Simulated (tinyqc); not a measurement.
From results back to parameters: tunnelling through a thin dielectric with one trap, as a tight-binding chain. Two cases, with inputs chosen for the exercise.

Problem. A resonance has full width Gamma_L + Gamma_R and peak height 4 Gamma_L Gamma_R/(Gamma_L + Gamma_R)^2. The values come from hidden widths.

Find: larger and smaller width.

Method. The widths are (W/2)(1 +/- sqrt(1 - peak)); which belongs to which lead the line shape cannot tell.

Case 1.

full width = 48.1143 meV
peak height = 0.0255217

Solution.

larger and smaller width (meV): 47.8  0.309

Case 2.

full width = 1.36582 meV
peak height = 0.447667

Solution.

larger and smaller width (meV): 1.19  0.175

Computed by tinyqc, one run a case: `OMP_NUM_THREADS=1 python tinyqc.py N N+1 out.jsonl` with N = 1450427, 1450472; one thread of a shared Intel(R) Xeon(R) Processor @ 2.30GHz, about 0.1 s a run at most.
